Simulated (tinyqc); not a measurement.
Lateral field, substrate current, probability of reaching the oxide barrier and hot-carrier lifetime of a silicon transistor (pseudo-two-dimensional and lucky-electron models). Changing the junction depth x_j. Computed by tinyqc, a small Python program. Command: `OMP_NUM_THREADS=1 python tinyqc.py 3031487 3031488 out.jsonl hotcar sweep`. One thread of a shared host (Intel(R) Xeon(R) Processor @ 2.30GHz), about 0.01 s of CPU time with the checks.

Local-field models: a lucky carrier gains its energy at the peak field over a path free of collisions. Voltages are magnitudes.

Inputs (values chosen for the exercise, modelled on a silicon n-channel): channel length L = 270 nm; oxide thickness t = 6.1 nm; mobility mu = 360 cm^2/(V s); saturation velocity v_s = 0.83 1e7 cm/s; threshold voltage V_T = 0.72 V; gate voltage V_G = 1.6 V; drain voltage V_D = 2.3 V; ionisation prefactor A_i = 2e+06 1/cm; ionisation field B_i = 1.65 MV/cm; hot-carrier mean free path lambda = 8 nm; oxide barrier phi_b = 3.1 eV; interface-trap threshold phi_it = 3.6 eV; lifetime constant H = 400 s microampere/micrometre.

Drain: abrupt.

Constants: eps_0 = 8.8541878128e-12 F/m.

Method:
- C_ox = 3.9 eps_0/t; F_sat = 2 v_s/mu; V_Dsat = V_ov F_sat L/(V_ov + F_sat L), V_ov = V_G - V_T; I_D/W = C_ox v_s (V_ov - V_Dsat).
- Scale length l = 0.22 t^(1/3) x_j^(1/2) (all in cm); F_m = sqrt(((V_D - V_Dsat)/l_e)^2 + F_sat^2), with l_e = l; length of the velocity-saturated region l_e ln((V_D - V_Dsat)/(l_e F_sat) + F_m/F_sat).
- Substrate current I_sub/I_D = (A_i/B_i)(V_D - V_Dsat) exp(-B_i/F_m); probability of reaching the oxide barrier exp(-phi_b/(e lambda F_m)); lifetime tau = (H/(I_D/W)) exp(phi_it/(e lambda F_m)).

One run for each value; columns: (1) junction depth x_j (nm); (2) peak field F_m (kV/cm); (3) substrate current I_sub/W (microampere/micrometre); (4) lifetime tau (s); (5) scale length l (nm):
```
(1)     (2)         (3)         (4)     (5)
23   632.30  2.7247e+01  2.8793e+03  28.296
32   536.62  1.7110e+01  1.0243e+04  33.377
46   448.29  9.3355e+00  5.3452e+04  40.017
66   375.12  4.5531e+00  3.7880e+05  47.933
94   315.33  1.9774e+00  3.6834e+06  57.204
130  269.23  8.0725e-01  4.2404e+07  67.273
190  224.20  2.3575e-01  1.2170e+09  81.328
270  189.74  6.1947e-02  4.6589e+10  96.950
```

Over the rows, peak field F_m (kV/cm) falls from 632 to 190 (exponent d ln y / d ln x about -0.49 throughout); substrate current I_sub/W (microampere/micrometre) falls from 27.2 to 0.0619 (exponent d ln y / d ln x -1.4 between the first rows and -3.8 between the last); lifetime tau (s) rises from 2880 to 4.66e10 (exponent d ln y / d ln x 3.8 between the first rows and 10 between the last). The exponent of peak field F_m stays between -0.50 and -0.47, near -0.50: l grows as x_j^(1/2).

Caution (all rows): the empirical formula for l was fitted to oxides of about 15 nm or more; for thinner ones it is an extrapolation. Caution (all rows): e V_D is below phi_b or phi_it, so the available energy, not the field, limits hot carriers, and the lucky-electron formulas overstate them. Caution (rows 23.0): multiplication above 10 % feeds back on the field and the source barrier (snapback), which the model leaves out. Caution (rows 130, 190, 270): the saturated region fills most of the channel, so the split into two regions is rough.

Extremes, crossings and ranges named in words are read from the listed rows.
